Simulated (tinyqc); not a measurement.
Four-point probe, van der Pauw, Hall and spreading-resistance readings of a semiconductor layer. Changing the layer thickness t. Computed by tinyqc, a small Python program. Command: `OMP_NUM_THREADS=1 python tinyqc.py 3112162 3112163 out.jsonl probe sweep`. One thread of a shared host (Intel(R) Xeon(R) Processor @ 2.30GHz), about 0.02 s of CPU time with the checks.

The layer is uniform and ohmic; contacts are points unless a radius is given.

Inputs (values chosen for the exercise, modelled on n-type silicon):
```
quantity             value        unit
carrier density n  2.7e+15      1/cm^3
drift mobility mu     1320  cm^2/(V s)
probe spacing s      0.635          mm
current I              0.4          mA
```

Backing of the layer: conducting.

Constants: e = 1.602176634e-19 C.

Method:
- rho = 1/(e n mu); R_s = rho/t.
- Collinear probes with equal spacing on a layer with conducting backing: images at depth 2 m t give V = (rho I/(2 pi s)) G, G = 1 + 4 sum_(m>=1) (-1)^m [1/sqrt(1 + (2 m u)^2) - 1/sqrt(4 + (2 m u)^2)], u = t/s; the sum runs to m = 20000, with the last term halved.
- Limits: thick, rho = 2 pi s V/I; thin on an insulator, rho = (pi/ln 2) t V/I.

One run for each value:
```
layer thickness t (micrometre)  voltage V (mV)        G  rho by the thick formula (ohm cm)  rho by the thin formula (ohm cm)
170                                     0.0376  0.02141                             0.0375                        7.2405e-03
310                                     0.3782  0.21542                             0.3773                        1.3285e-01
580                                     1.1041  0.62883                             1.1013                        7.2558e-01
1100                                    1.5866  0.90368                             1.5826                        1.9776e+00
2000                                    1.7213  0.98038                             1.7169                        3.9007e+00
3800                                    1.7503  0.99693                             1.7459                        7.5365e+00
```

Describe the trends.

Over the rows, voltage V (mV) rises from 0.0376 to 1.75 (exponent d ln y / d ln x 3.8 between the first rows and 0.026 between the last); G rises from 0.0214 to 0.997 (exponent d ln y / d ln x 3.8 between the first rows and 0.026 between the last); rho by the thick formula (ohm cm) rises from 0.0375 to 1.75 (exponent d ln y / d ln x 3.8 between the first rows and 0.026 between the last).  Left out: 25.0, 48.0, 89.0 (the backing shorts the probes).
